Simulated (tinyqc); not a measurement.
Estimate of lattice thermal conductivity from elastic moduli (Slack, Klemens and Cahill formulas): one step, computed by the program tinyqc.

An isotropic solid.

Question. Velocities, Poisson ratio and Debye temperature. rho = M/V; vL = sqrt((B + 4G/3)/rho), vT = sqrt(G/rho); v_m = [(vL^-3 + 2 vT^-3)/3]^(-1/3); Poisson ratio sigma = (3B - 2G)/(6B + 2G); Theta = hbar v_m (6 pi^2/V)^(1/3)/k_B.

Inputs (values chosen for the exercise, for a model crystal): bulk modulus B = 31.8 GPa; shear modulus G = 11.1 GPa; volume per atom V = 28.6 angstrom^3; mean atomic mass M = 83.3 u.

Grueneisen parameter: from thermal expansion.

Constants: u = 1.6605390666e-27 kg; hbar = 1.054571817e-34 J s; k_B = 1.380649e-23 J/K.

Give: density rho; vL; vT; v_m; Poisson ratio sigma; Debye temperature Theta.

Answer.

density rho = 4836 kg/m^3

vL = 3104 m/s

vT = 1515 m/s

v_m = 1702 m/s

Poisson ratio sigma = 0.3437

Debye temperature Theta = 165.7 K
